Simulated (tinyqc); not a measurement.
Worked calculation: plane-wave Kohn-Sham cycle with exchange-only LDA in a layered model solid. One step of it, computed by the program tinyqc.

Question. Iteration 2: Hamiltonian at one k. H(m,m') = (k + G_m)^2/2 delta + V(G_m - G_m'), with V(-G) = V(G).

A solid whose potential varies along x alone (atomic units):
```
parameter                      value
period a                    4.700000
cross-section of the cell  24.000000
electrons per cell                 4
grid points                       16
plane waves -n..n, n               3
k points                           2
V1 in V1 cos(2 pi x/a)     -0.380000
```

V(G_m), m = 0, 1, 2, ... (hartree): -0.323075  -0.179155  0.000727  0.000117  0.000010  0.000001  0.000000

k = 0.250000 2 pi / a

Give: H.

Answer.

H (hartree):
```
        -3      -2      -1      +0      +1      +2      +3
-3   6.435  -0.179   0.001   0.000   0.000   0.000   0.000
-2  -0.179   2.414  -0.179   0.001   0.000   0.000   0.000
-1   0.001  -0.179   0.180  -0.179   0.001   0.000   0.000
+0   0.000   0.001  -0.179  -0.267  -0.179   0.001   0.000
+1   0.000   0.000   0.001  -0.179   1.073  -0.179   0.001
+2   0.000   0.000   0.000   0.001  -0.179   4.201  -0.179
+3   0.000   0.000   0.000   0.000   0.001  -0.179   9.115
```
